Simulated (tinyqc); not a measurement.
# Changing the back recombination velocity S_b

Model: surface photovoltage measurement of the minority-carrier diffusion length in a wafer. Computed by tinyqc, a small Python program. Command: `OMP_NUM_THREADS=1 python tinyqc.py 3130583 3130584 out.jsonl spv sweep`. One thread of a shared host (Intel(R) Xeon(R) Processor @ 2.30GHz), about 0.01 s of CPU time with the checks.

Low injection, steady light, a depletion layer much thinner than 1/alpha and L. The excess density dn is taken at the front edge of the neutral region; light that reaches the back is lost.

Inputs (values chosen for the exercise, modelled on p-type silicon at room temperature): diffusion length L = 56 micrometre; wafer thickness W = 300 micrometre; diffusivity D = 28 cm^2/s; front recombination velocity S_f = 9500 cm/s; photon flux entering = 3.5e+13 1/(cm^2 s); minority density at the surface barrier scale n_0 = 5.8e+08 1/cm^3; temperature T = 298 K; wavelength = 896 nm; relative noise of each reading = 1 %; diffusion length after pair splitting over L = 0.94; iron factor C = 1.02e+16 micrometre^2/cm^3.

normal deviates g for the noise: [0.42, 0.13, -0.12, 1.13, 0.44, -1.17, 0.80]

Constants: k_B = 8.617333262e-05 eV/K.

Method:
- alpha = (84.732/lambda - 76.417)^2 per cm with lambda in micrometre (an empirical fit for silicon between 0.7 and 1.05 micrometre).
- Thick wafer: dn = Phi L/((S_f + D/L)(L + 1/alpha)). Finite wafer, with s = S_b L/D, w = W/L, a = alpha L: dn = [Phi a/(a^2 - 1)] [a - B - exp(-alpha W)(a - s)/(cosh w + s sinh w)]/(S_f + B D/L), B = (sinh w + s cosh w)/(cosh w + s sinh w).
- Photovoltage V = (k_B T/e) ln(1 + dn/n_0). Lifetime = L^2/D.
- Readings y = (Phi/dn) (1 + noise x g) at 780, 830, 880, 920, 950, 975 and 995 nm; a least-squares line y = c (1/alpha + L_app) gives L_app = intercept/slope.
- Splitting iron-boron pairs in boron-doped silicon shortens L; with nothing else changing, [Fe] = C (1/L_after^2 - 1/L^2). It is evaluated with the true lengths and with the apparent ones (without noise), which differ when the wafer is not thick against L.

One run for each value; columns: (1) back recombination velocity S_b (cm/s); (2) apparent length L_app (micrometre); (3) B; (4) dn, finite wafer (1/cm^3); (5) bias, apparent over true less 1 (rounded to 0.001) (%):
```
(1)          (2)     (3)         (4)     (5)
1.00e+00  56.046  1.0000  1.5654e+09   0.509
1.00e+01  56.046  1.0000  1.5654e+09   0.506
1.00e+02  56.041  1.0000  1.5654e+09   0.472
1.00e+03  56.002  1.0000  1.5654e+09   0.196
1.00e+04  55.871  1.0000  1.5653e+09  -0.643
1.00e+05  55.796  1.0000  1.5652e+09  -1.049
1.00e+06  55.785  1.0000  1.5652e+09  -1.105
1.00e+07  55.783  1.0000  1.5652e+09  -1.111
```

Describe the trends.

Over the rows, apparent length L_app (micrometre) falls from 56.05 to 55.78; B rises from 0.999956 to 1.00004; dn, finite wafer (1/cm^3) falls from 1.56539e9 to 1.56518e9.

Extremes, crossings and ranges named in words are read from the listed rows.
